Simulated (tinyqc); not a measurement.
Series resistance and length offset from two lengths at two overdrives.

Question. In strong inversion R W = Rsd + k(x)(L - dL), k(x) = (1 + th1 x)/(mu0 Cox x), x the overdrive, Cox = eps0 eox/tox, with Rsd and dL independent of x. Find dL, Rsd, mu0 and th1.

Values chosen for this exercise: relative permittivity of the gate insulator (close to silicon dioxide) eox = 3.9; insulator thickness tox = 1.3 nm.

Constants: eps0 = 8.8541878128e-14 F/cm where lengths are in cm. Results are converted to the units shown.

total resistance times width (ohm um):

|  | L = 0.059 um | L = 1 um |
|---|---|---|
| overdrive 0.47 V | 520.174263 | 8888.26275 |
| overdrive 1.27 V | 283.658711 | 3705.94419 |

Answer. At each overdrive R W is a straight line in L; the two lines cross at L = dL, R W = Rsd. Their slopes give k x = (1 + th1 x)/(mu0 Cox), a straight line in x.

dL = 0.0140 um
Rsd = 120 ohm um
mu0 = 96.0 cm^2/(V s)
th1 = 0.140 1/V

tinyqc, about 0.01 s, one thread, Intel Xeon 2.30GHz (shared host): `OMP_NUM_THREADS=1 python tinyqc.py 2210167 2210168 out.jsonl`
